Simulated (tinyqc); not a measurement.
From results back to parameters: buckled dimers of a reconstructed (001) surface, two dangling bonds a dimer.

Problem. With tp the pi coupling of the two dangling bonds, gm their shift per height and kf the force constant (elastic energy kf z^2), an isolated buckled dimer has gap 2 gm^2/kf, buckling z with (gm z)^2 + tp^2 = (gm^2/kf)^2, and charge gm z/(gm^2/kf) moved to the up atom. The values come from hidden parameters.

gap = 1.545561 eV
z = 0.360729 angstrom
charge moved = 0.830893 e

Find: tp; gm; kf.

Solution. With x half the gap and c the charge: tp = x sqrt(1 - c^2), gm = x c/z, kf = gm^2/x.

tp = 0.43 eV
gm = 1.78 eV/angstrom
kf = 4.1 eV/angstrom^2

Program tinyqc; command `OMP_NUM_THREADS=1 python tinyqc.py 1450715 1450716 out.jsonl`; about 0.03 s on one thread of a shared Intel(R) Xeon(R) Processor @ 2.30GHz.
